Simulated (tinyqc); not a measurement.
Hot carriers by balance equations with a heated Maxwellian: one step, computed by the program tinyqc.

The carriers follow a Maxwellian at an electron temperature T_e, slightly displaced; the drift energy is neglected against k_B T_e. The balance averages the rate, not the time, so mu_0 lies below the relaxation-time value.

Question. Equilibrium values. Parabolic band: E = hbar^2 k^2/(2 m), speed v = hbar k/m, states per spin, volume and energy g(E) = m k/(2 pi^2 hbar^2). Masses are multiplied by m_0 and all formulas are in SI units. Phonon occupation N_q = 1/(exp(hbar w/(k_B T)) - 1). Acoustic deformation potential (elastic, equipartition, absorption and emission together): 1/tau = 2 pi k_B T D_A^2 g(E)/(hbar rho v_l^2). Optical or intervalley deformation potential: 1/tau = (pi Z_f D_o^2/(rho w)) [N_q g(E + hbar w) + (N_q + 1) g(E - hbar w)], with g = 0 below the band edge. Averages over the Maxwellian, <y> = int y x^(1/2) exp(-x) dx / int x^(1/2) exp(-x) dx with x = E/(k_B T_e), split at x_0 = hbar w/(k_B T_e): 64 Gauss-Legendre points in sqrt(x) below it and 128 in sqrt(x - x_0) above it, up to x = 32. Momentum balance: mu(T_e) = e/(m nu), nu = <x (sum of rates)>/<x>. Power lost per carrier: P(T_e) = hbar w <emission rate - absorption rate> + <(2 m v_l^2/(k_B T)) (E - 2 k_B T) acoustic rate>. Energy relaxation time at weak heating: tau_E = (3/2) k_B / (dP/dT_e), the derivative by a central difference of +/- 0.5 K at T_e = T.

Inputs (values chosen for the exercise, modelled on electrons in germanium):
```
quantity                                          value       unit
effective mass m                                  0.218        m_0
density rho                                        5323     kg/m^3
sound velocity v_l                                 5150        m/s
acoustic deformation potential D_A                   12         eV
phonon energy hbar w                               33.5        meV
optical or intervalley deformation potential D_o    5.6  1e8 eV/cm
final valleys Z_f                                     3          -
lattice temperature T                               200          K
```

Band: parabolic. Solver: damped fixed point.

Constants: k_B = 8.617333262e-05 eV/K; k_B = 1.380649e-23 J/K; e = 1.602176634e-19 C; hbar = 1.054571817e-34 J s; m_0 = 9.1093837015e-31 kg; hbar = 6.582119569e-16 eV s.

Give: low-field mobility mu_0; energy relaxation time tau_E.

Answer.

low-field mobility mu_0 = 2978.5 cm^2/(V s)

energy relaxation time tau_E = 1.6132 ps

tau_E is 4.37 times the momentum relaxation time m mu_0/e: energy is lost more slowly than direction, which is why carriers heat.
